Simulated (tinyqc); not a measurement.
# Small-signal admittance of a forward-biased p+-n diode: two studies

Holes injected into a neutral base of width wb with an ohmic contact at its end; low injection, p0 far above the equilibrium density. A small voltage v exp(i w t), w = 2 pi f, modulates the edge density by p0 v/Vt, and the small-signal density obeys Dp d2p/dx2 = (1/tau + i w) p.

Values chosen for this exercise; permittivity close to that of gallium arsenide:
```
symbol   value      unit                                   meaning
T          275         K                               temperature
eps_r     12.9                               relative permittivity
Nd      2.1e15     cm^-3                 donor density of the base
Dp         8.2    cm^2/s                hole diffusion coefficient
tau       2e-6         s                             hole lifetime
wb          93        um                 width of the neutral base
p0      4.6e11     cm^-3  excess hole density at the junction edge
Na        5e18     cm^-3           acceptor density of the p+ side
Rs       0.014  ohm cm^2                         series resistance
f        2.1e5        Hz                          signal frequency
```

Constants: q = 1.602176634e-19 C, kB = 1.380649e-23 J/K, Vt = kB T/q, eps0 = 8.8541878128e-14 F/cm where lengths are in cm. Results are converted to the units shown.

Each table varies one quantity; the others keep the values above.

## Admittance against frequency

L = sqrt(Dp tau); direct current J = (q Dp p0/L) coth(wb/L); k = sqrt(1 + i w tau)/L; diffusion admittance Y = (q Dp p0/Vt) k coth(k wb) = G + i w C_diff; junction capacitance C_j = sqrt(q eps0 eps_r Nd/(2 Vr)) in the depletion approximation, with the remaining barrier Vr = Vt ln(Na/p0), a rough value under forward bias; base-width modulation is left out. Measured admittance 1/[Rs + 1/(Y + i w C_j)].

The same in every row: C_j (uF/cm^2) = 0.02237.

Results:
```
f (Hz),w tau,G (S/cm^2),C_diff (uF/cm^2),measured G (S/cm^2),measured C (uF/cm^2),phase of the measured Y (degrees)
300,0.003770,0.006426,0.005828,0.006426,0.02819,0.4739
1000,0.01257,0.006426,0.005828,0.006426,0.02819,1.579
5000,0.06283,0.006428,0.005827,0.006428,0.02819,7.846
20000,0.2513,0.006459,0.005808,0.006459,0.02817,28.73
80000,1.005,0.006911,0.005539,0.006913,0.02790,63.76
3e5,3.770,0.009860,0.004033,0.009893,0.02640,78.75
6e6,75.40,0.03892,0.001019,0.04977,0.02336,86.77
2e7,251.3,0.07073,5.606e-4,0.1864,0.02285,86.29
```

Estimate the missing row, f = 1e6 Hz.

Computed row:
```
f (Hz),w tau,G (S/cm^2),C_diff (uF/cm^2),measured G (S/cm^2),measured C (uF/cm^2),phase of the measured Y (degrees)
1e6,12.57,0.01642,0.002414,0.01676,0.02477,83.85
```

With this row back in the table: G starts at J/Vt = 0.00643 S/cm^2 and C_diff at (J tau/(2 Vt))(1 - 2 x/sinh 2x) = 0.00583 uF/cm^2, x = wb/L = 2.30. Between the last two rows G goes as f^(0.50) and C_diff as f^(-0.50); the limits are 1/2 and -1/2, reached when the signal penetrates only sqrt(Dp/w). The measured C is 0.018 % below C_diff + C_j in the first row and 0.36 % below it in the last, the difference being due to Rs.

## Effect of the width of the neutral base

Same model as above.

The same in every row: w tau = 2.639; C_j (uF/cm^2) = 0.02237.

Result of one run:
```
wb (um),G (S/cm^2),C_diff (uF/cm^2),measured G (S/cm^2),measured C (uF/cm^2),phase of the measured Y (degrees)
2,0.1276,2.073e-4,0.1274,0.02250,13.12
```

What becomes of these results when the width of the neutral base wb is changed from 2 to 4 um, all else the same?

Result of the changed run:
```
wb (um),G (S/cm^2),C_diff (uF/cm^2),measured G (S/cm^2),measured C (uF/cm^2),phase of the measured Y (degrees)
4,0.06396,4.141e-4,0.06392,0.02274,25.15
```

The whole series:
```
wb (um),G (S/cm^2),C_diff (uF/cm^2),measured G (S/cm^2),measured C (uF/cm^2),phase of the measured Y (degrees)
2,0.1276,2.073e-4,0.1274,0.02250,13.12
4,0.06396,4.141e-4,0.06392,0.02274,25.15
8,0.03230,8.250e-4,0.03230,0.02318,43.43
16,0.01682,0.001623,0.01683,0.02398,62.00
31,0.01014,0.002944,0.01015,0.02531,73.09
62,0.008499,0.004388,0.008515,0.02675,76.44
120,0.008707,0.004560,0.008724,0.02692,76.20
240,0.008705,0.004555,0.008722,0.02692,76.20
```

As wb goes from 2 to 240, G moves up and down between 0.00850 and 0.128 S/cm^2, C_diff rises from 2.07e-4 to 0.00456 uF/cm^2 and the measured C rises from 0.0225 to 0.0269 uF/cm^2. C_diff stays below C_j.

Computed by the program tinyqc: `OMP_NUM_THREADS=1 python tinyqc.py 2890134 2890135 out.jsonl`, one thread of a shared Intel Xeon 2.30GHz, about 0.01 s for the whole run.
